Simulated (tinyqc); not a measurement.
Avalanche multiplication and breakdown of a junction from ionisation integrals: one step, computed by the program tinyqc. Command: `OMP_NUM_THREADS=1 python tinyqc.py 3029209 3029210 out.jsonl impact walk`. One thread of a shared host (Intel(R) Xeon(R) Processor @ 2.30GHz), about 0.01 s of CPU time with the checks.

Ionisation coefficients follow the local field. Position x runs through the depletion layer from the p side (x = 0), where electrons enter, to the n side (x = w), where holes enter. The built-in voltage is neglected.

Question. Multiplication and noise. M_n = 1/(1 - I_n), M_p = M_n exp(-Phi(w)); McIntyre excess noise for the carrier with the larger M, F_x = k M + (1 - k)(2 - 1/M), with k = (smaller M - 1)/(larger M - 1).

Junction: p-i-n with uniform field.

Every 50th point:
```
x (micrometre)  F (MV/cm)  alpha_n (1/cm)  alpha_p (1/cm)        Phi  I_n up to x
0.0000          0.2601277        2779.457        1113.296  0.0000000    0.0000000
0.0875          0.2601277        2779.457        1113.296  0.0145789    0.0241438
0.1750          0.2601277        2779.457        1113.296  0.0291578    0.0479382
0.2625          0.2601277        2779.457        1113.296  0.0437367    0.0713882
0.3500          0.2601277        2779.457        1113.296  0.0583156    0.0944988
0.4375          0.2601277        2779.457        1113.296  0.0728946    0.1172750
0.5250          0.2601277        2779.457        1113.296  0.0874735    0.1397215
0.6125          0.2601277        2779.457        1113.296  0.1020524    0.1618431
0.7000          0.2601277        2779.457        1113.296  0.1166313    0.1836445
```

Give: M_n; M_p; effective k; excess noise factor.

Answer.

M_n = 1.2250

M_p = 1.0901

effective k = 0.40054

excess noise factor = 1.2002

Injecting electrons gives the larger gain and, at equal gain, the lower noise.
